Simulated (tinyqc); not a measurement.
Configuration-coordinate model of a defect: Huang-Rhys factor and luminescence line shape: one step, computed by the program tinyqc. Command: `OMP_NUM_THREADS=1 python tinyqc.py 3029680 3029681 out.jsonl ccline walk`. One thread of a shared host (Intel(R) Xeon(R) Processor @ 2.30GHz), about 0.02 s of CPU time with the checks.

Ground state E_g(Q) = (1/2) omega_g^2 Q^2; excited state E_e(Q) = E_0 + (1/2) omega_e^2 (Q - dQ)^2 with omega_e = omega_g and E_0 = E_ZPL. Q is mass-weighted; the dipole does not depend on Q (Condon approximation).

Problem. Emission lines at zero temperature. From the lowest excited level the line to ground level n lies at E_ZPL - n hbar omega_g with Franck-Condon weight exp(-S) S^n/n!; the emitted intensity carries a further factor E^3. S = S_g; up to eleven lines, of positive energy only, from n = max(0, integer part of S - 5).

Inputs (values chosen for the exercise, for a model defect in a wide-gap host): zero-phonon energy E_ZPL = 2 eV; ground-state phonon hbar omega_g = 60.7 meV.

Modes: equal frequencies in both states.

S_g = 2.317730

Give: Lines.

Solution.

Lines:
```
n   energy (eV)     weight  intensity / largest
0        2.0000  9.850e-02            4.493e-01
1        1.9393  2.283e-01            9.493e-01
2        1.8786  2.646e-01            1.000e+00
3        1.8179  2.044e-01            7.001e-01
4        1.7572  1.184e-01            3.664e-01
5        1.6965  5.490e-02            1.528e-01
6        1.6358  2.121e-02            5.292e-02
7        1.5751  7.022e-03            1.564e-02
8        1.5144  2.034e-03            4.028e-03
9        1.4537  5.239e-04            9.175e-04
10       1.3930  1.214e-04            1.871e-04
```

The weight peaks at n = 2 and the intensity at n = 2.
